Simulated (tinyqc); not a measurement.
# Tersoff bond-order potential, step by step

A worked calculation. Computed by tinyqc, a small Python program that keeps every step. Command: `OMP_NUM_THREADS=1 python tinyqc.py 3004769 3004770 out.jsonl tersoff walk`. One thread of a shared host (Intel(R) Xeon(R) Processor @ 2.30GHz), about 0.01 s of CPU time with the checks. Intermediate numbers are printed to about 7 digits and carried at full precision; extremes and crossings named in words are read from the listed rows.

E = (1/2) sum_(i, j != i) [A exp(-lambda r_ij) - b_ij B exp(-mu r_ij)], b_ij = (1 + (beta zeta_ij)^n)^(-1/(2n)), zeta_ij = sum_(k != i, j) g(theta_ijk), g = 1 + c^2/d^2 - c^2/(d^2 + (h - cos theta)^2), with theta at atom i. Only nearest neighbours count (cut-off function 1 for them, 0 beyond).

Inputs (values chosen for the exercise, modelled on germanium):
```
quantity,value,unit
A,1744.2,eV
B,425.18,eV
lambda,2.4451,1/angstrom
mu,1.7047,1/angstrom
beta,8.9e-07,-
n,0.7499,-
c,104200,-
d,15.47,-
h,-0.4242,-
bond length r_12,2.49,angstrom
bond length r_13,2.58,angstrom
angle theta at atom 1,99.6,degrees
```

Constants: 1 eV/angstrom^3 = 160.2176634 GPa.

## An open trimer

Atom 1 binds atoms 2 and 3, which do not interact. b_12 = b_13 follow from zeta = g(theta); b_21 = b_31 = 1. E = sum over the two bonds of A exp(-lambda r) - (b + 1)/2 B exp(-mu r).

g(theta) = 12560.62

bond order b_12 = 0.9777048

repulsive terms (eV): [3.958053, 3.176225]

attractive terms B exp(-mu r) (eV): [6.097078, 5.229871]

energy of the trimer = -4.066403 eV

g is least (g = 1) at cos theta = h, 115.1 degrees, wider than the tetrahedral 109.47.

## The diamond lattice

zeta = 3 g(cos theta = -1/3). With z equal bonds of order b, r = ln(lambda A/(mu b B))/(lambda - mu) and E per atom = -(z/2) b B exp(-mu r)(1 - mu/lambda). a0 = 4 r/sqrt3; B0 = phi''(r)/(3 a0) with phi'' = mu (lambda - mu) b B exp(-mu r), since b does not change under uniform scaling.

zeta = 4698.584

bond order b = 0.9891779

bond length = 2.408315 angstrom

energy per atom of the diamond lattice = -4.198271 eV

lattice constant a0 = 5.561766 angstrom

bulk modulus B0 = 84.01590 GPa

## Elastic constants of the diamond lattice

Second derivatives of the energy per atom, volume V = a0^3/8: e_xx gives C11; e_xx = -e_yy gives 2 (C11 - C12); e_xy = e_yx = s/2 with a sublattice shift u_z gives C44 = (E_ss - E_su^2/E_uu)/V and Kleinman's parameter |E_su/E_uu|/(a0/4).

C11 = 163.9505 GPa

C12 = 44.04863 GPa

C44 = 79.18828 GPa

Kleinman's parameter = 0.4565266

## Unrelaxed vacancy

Each of the four neighbours loses one bond; its three other bonds now have zeta = 2 g, for the direction that starts at it. E_v = -E + 12 x (1/2)(b(3g) - b(2g)) B exp(-mu r), where -E is the pair-like cost.

b(2g) = 0.9919869

unrelaxed vacancy energy E_v = 4.080158 eV

Stronger back bonds return 0.118 eV, so E_v is 97 % of the cohesive energy.

## Energy against coordination

Angles seen from one bond (cos theta: count): chain -1: 1; graphitic -1/2: 2; diamond -1/3: 3; square net 0: 2, -1: 1; simple cubic 0: 4, -1: 1; bcc 1/3: 3, -1/3: 3, -1: 1; fcc 1/2: 4, 0: 2, -1/2: 4, -1: 1.

Relaxed structures:
```
structure,z,zeta,b,r (angstrom),E per atom (eV),E per bond (eV)
dimer,1,0,1.000000,2.393619,-1.087969,-2.175937
chain,2,6.276582e+04,0.930027,2.491595,-1.712403,-1.712403
graphitic,3,2.180373e+03,0.993879,2.401912,-3.198390,-2.132260
diamond,4,4.698584e+03,0.989178,2.408315,-4.198271,-2.099136
square net,4,1.309419e+05,0.885780,2.557431,-2.915582,-1.457791
simple cubic,6,1.991179e+05,0.851263,2.611115,-3.835398,-1.278466
bcc,8,3.930482e+05,0.778805,2.731267,-3.812064,-0.953016
fcc,12,7.806916e+05,0.685692,2.903245,-3.755168,-0.625861
```

The lowest are diamond, simple cubic and bcc, the first two 0.363 eV apart. The bond order falls from 1 to 0.686 and the bond weakens from -2.18 to -0.63 eV, as b^(lambda/(lambda - mu)) with exponent 3.30. With the same z = 4 the square net lies 1.28 eV above diamond, from its angles alone. Caution: in bcc and other dense structures second neighbours can fall inside the usual cut-off; they are left out here.

Checks made by the program: (C11 + 2 C12)/3 against B0 (relative difference 9e-08).
